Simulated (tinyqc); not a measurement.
# Changing the fraction x of B

Model: elastic strain and critical thickness of a cubic alloy layer A(1-x)B(x) on a thick substrate. Computed by tinyqc, a small Python program. Command: `OMP_NUM_THREADS=1 python tinyqc.py 3005155 3005156 out.jsonl misfit sweep`. One thread of a shared host (Intel(R) Xeon(R) Processor @ 2.30GHz), about 0.01 s of CPU time with the checks.

Strain is positive in tension. The layer is coherent with the substrate unless said otherwise.

Inputs (values chosen for the exercise, for a model alloy): lattice constant a_A = 5.653 angstrom; lattice constant a_B = 6.096 angstrom; substrate lattice constant a_S = 5.642 angstrom; layer thickness h = 110 nm; X-ray wavelength = 1.540593 angstrom; start of the iteration h0/b = 20.

Growth plane: (001). Layer: buried under a thick cap. Misfit dislocation: edge.

C11, C12, C44 of A (GPa): [115.3, 52.24, 52.39]

C11, C12, C44 of B (GPa): [92.14, 37.52, 39.56]

Method:
- a = (1 - x) a_A + x a_B, the same rule for each C_ij; misfit f = (a_S - a)/a, the in-plane strain of the coherent layer.
- (001): D = 2 C12/C11, M = C11 + C12 - 2 C12^2/C11. The free surface carries no normal stress, so e_perp = -D f; dV/V = 2 f + e_perp; stress = M f; energy per area = M f^2 h (1 GPa nm = 1 J/m^2).
- Reflection 004: d = a_perp/sqrt(16), with a_perp = a (1 + e_perp) for the coherent layer, a for the relaxed layer and a_S for the substrate; sin(theta) = lambda/(2 d).
- Voigt averages: G = (C11 - C12 + 3 C44)/5, B = (C11 + 2 C12)/3, nu = (3 B - 2 G)/(2 (3 B + G)); b = a/sqrt(2). Edge dislocation with b in the interface: cos alpha = 0, cos lambda = 1.
- Matthews-Blakeslee: h_c = A [ln(h_c/b) + 1], A = b (1 - nu cos^2 alpha)/(4 pi |f| (1 + nu) cos lambda), the factor 4 pi being that of a buried layer, with a dislocation at both interfaces.
- Start at h0, put the right side back in, and stop when the change is below 1e-9 h or h turns negative.

One run for each value; columns: (1) fraction x of B; (2) misfit f; (3) in-plane stress (GPa); (4) critical thickness h_c (Matthews-Blakeslee) (nm); (5) peak separation of the coherent layer (arcsec); (6) biaxial modulus M (GPa):
```
(1)         (2)      (3)     (4)     (5)     (6)
0.04  -0.005065  -0.6046  26.101   -1288  119.37
0.13  -0.012011  -1.4113   8.726   -3016  117.50
0.22  -0.018861  -2.1809   4.753   -4678  115.63
0.32  -0.026362  -2.9931   2.947   -6452  113.54
0.41  -0.033015  -3.6862   2.092   -7985  111.65
0.50  -0.039578  -4.3441   1.554   -9461  109.76
0.59  -0.046052  -4.9672   1.183  -10881  107.86
```

Over the rows, misfit f falls from -0.00506 to -0.0461 (exponent d ln y / d ln x 0.73 between the first rows and 0.92 between the last); in-plane stress (GPa) falls from -0.605 to -4.97 (exponent d ln y / d ln x 0.72 between the first rows and 0.81 between the last); critical thickness h_c (Matthews-Blakeslee) (nm) falls from 26.1 to 1.18 (exponent d ln y / d ln x -0.93 between the first rows and -1.6 between the last). h_c |f| / 1 nm runs from 0.132 to 0.0545: it would be constant but for the logarithm and the drift of b and nu. Left out: 0.680, 0.780, 0.870, 0.960 (the Matthews-Blakeslee equation has no root well above b).

Caution (all rows): an edge dislocation with b in the interface cannot reach it by glide, so the force balance is formal for it. Caution (rows 0.320, 0.410, 0.500, 0.590): above about 2 % misfit, linear elasticity is rough and compressed layers tend to form islands before dislocations. Caution (rows 0.410, 0.500, 0.590): a critical thickness of a few Burgers vectors is outside continuum elasticity and hangs on the core term.

Extremes, crossings and ranges named in words are read from the listed rows.
